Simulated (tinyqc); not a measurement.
Trapped share and trap depth from dynamic on-resistance.

Question. Traps remove the share ft of the electrons in the drain access (length Ld, sheet resistance Rsh before stress), so Ron grows by Rsh Ld ft/(1 - ft). The recovery time goes as T^(-2) exp(q Ea/(kB T)). Find ft and Ea.

Parameters, values chosen for the exercise: drain access length Ld = 16 um.

Constants: q = 1.602176634e-19 C, kB = 1.380649e-23 J/K. Results are converted to the units shown.

Ron before and just after an off-state stress (ohm mm): 6.4615530  8.1844375
Rsh = 323.04083 ohm
recovery times at 300 and 390 K (s): 0.011  1.1508315e-5

Solution. The rise of Ron over Rsh Ld is ft/(1 - ft); ln(t T^2) is linear in 1/T.

ft = 0.250
Ea = 0.710 eV

Numbers from tinyqc (`OMP_NUM_THREADS=1 python tinyqc.py 2570047 2570048 out.jsonl`; about 0.02 s on one thread of a shared Intel Xeon 2.30GHz).
